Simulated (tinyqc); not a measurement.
From results back to parameters: defect-molecule model of a vacancy with Jahn-Teller distortion. Five cases, with inputs chosen for the exercise.

Problem. With et the undistorted t2 level, Uc the repulsion of two electrons, I the Jahn-Teller coupling and k the force constant, the levels above Ev are E(2+/+) = et - E_JT, E(+/0) = et - 3 E_JT + Uc, the Stokes shift of the first transition is 2 E_JT, E_JT = 2 I^2/k and the distortion of the + state is 2 I/k. The values below come from hidden parameters.

Case 1.

levels (eV): (2+/+) 0.11122, (+/0) 0.18367

Stokes shift = 0.277552 eV
distortion of + = 0.129697 angstrom

Case 2.

levels (eV): (2+/+) 0.21702, (+/0) 0.16107

Stokes shift = 0.305951 eV
distortion of + = 0.136585 angstrom

Case 3.

levels (eV): (2+/+) 0.22262, (+/0) 0.12787

Stokes shift = 0.234754 eV
distortion of + = 0.118563 angstrom

Case 4.

levels (eV): (2+/+) 0.18056, (+/0) 0.13169

Stokes shift = 0.298870 eV
distortion of + = 0.129944 angstrom

Case 5.

levels (eV): (2+/+) 0.17522, (+/0) 0.19567

Stokes shift = 0.449556 eV
distortion of + = 0.188889 angstrom

Find: et, Uc; I; k.

Solution. E_JT is half the Stokes shift; et = E(2+/+) + E_JT; Uc = E(+/0) - E(2+/+) + 2 E_JT; with Q the distortion, I = E_JT/Q and k = 2 E_JT/Q^2.

Case 1.

et, Uc (eV): 0.250  0.350

I = 1.07 eV/angstrom
k = 16.5 eV/angstrom^2

Case 2.

et, Uc (eV): 0.370  0.250

I = 1.12 eV/angstrom
k = 16.4 eV/angstrom^2

Case 3.

et, Uc (eV): 0.340  0.140

I = 0.99 eV/angstrom
k = 16.7 eV/angstrom^2

Case 4.

et, Uc (eV): 0.330  0.250

I = 1.15 eV/angstrom
k = 17.7 eV/angstrom^2

Case 5.

et, Uc (eV): 0.400  0.470

I = 1.19 eV/angstrom
k = 12.6 eV/angstrom^2

Computed by tinyqc, one run a case: `OMP_NUM_THREADS=1 python tinyqc.py N N+1 out.jsonl` with N = 1450016, 1450057, 1450120, 1450121, 1450226; one thread of a shared Intel(R) Xeon(R) Processor @ 2.30GHz, about 0.01 s a run at most.
